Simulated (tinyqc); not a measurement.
Power iteration on a symmetric matrix, step by step. Computed by tinyqc, a small Python program that keeps every step. Settings: method = power, shift = 0.72. Command: `OMP_NUM_THREADS=1 python tinyqc.py 22715 22716 out.jsonl` (the two numbers bound the seeds that draw the settings). One thread of a shared host (Intel(R) Xeon(R) Processor @ 2.60GHz), about 0.01 s of CPU time with the checks.

A, lower triangle:
```
           1         2          3          4         5
1   1.029000
2  -0.389000  1.656000
3   0.704000  0.174000   2.948000
4  -0.103000  0.577000   0.171000   3.118000
5   0.038000  0.740000  -0.146000  -0.651000  3.493000
```

Stop when the residual |A v - lambda v| is below 1e-9.

Steps:
```
step      lambda  residual
1     3.24461793  1.38e-01
2     3.25712310  1.24e-01
3     3.27083313  1.59e-01
4     3.29343396  2.04e-01
5     3.32996249  2.57e-01
6     3.38607848  3.13e-01
7     3.46582189  3.65e-01
8     3.56741561  3.99e-01
9     3.68024529  4.05e-01
10    3.78794927  3.81e-01
11    3.87688313  3.35e-01
12    3.94193605  2.79e-01
13    3.98542220  2.24e-01
14    4.01276877  1.75e-01
15    4.02931059  1.35e-01
16    4.03908256  1.04e-01
17    4.04477475  7.88e-02
18    4.04806338  5.98e-02
19    4.04995436  4.53e-02
20    4.05103873  3.43e-02
21    4.05165959  2.60e-02
22    4.05201474  1.96e-02
23    4.05221779  1.48e-02
24    4.05233386  1.12e-02
25    4.05240018  8.48e-03
26    4.05243809  6.41e-03
27    4.05245974  4.85e-03
28    4.05247212  3.66e-03
29    4.05247919  2.77e-03
30    4.05248323  2.09e-03
```

Can the last value be used, and what does the course show?

Not by the stop rule. Not converged in 30 steps: the residual falls only by the ratio of the two largest distances of eigenvalues from the shift, 0.76 a step. all eigenvalues, for comparison: 0.552468  1.304488  3.095535  3.239019  4.052489.
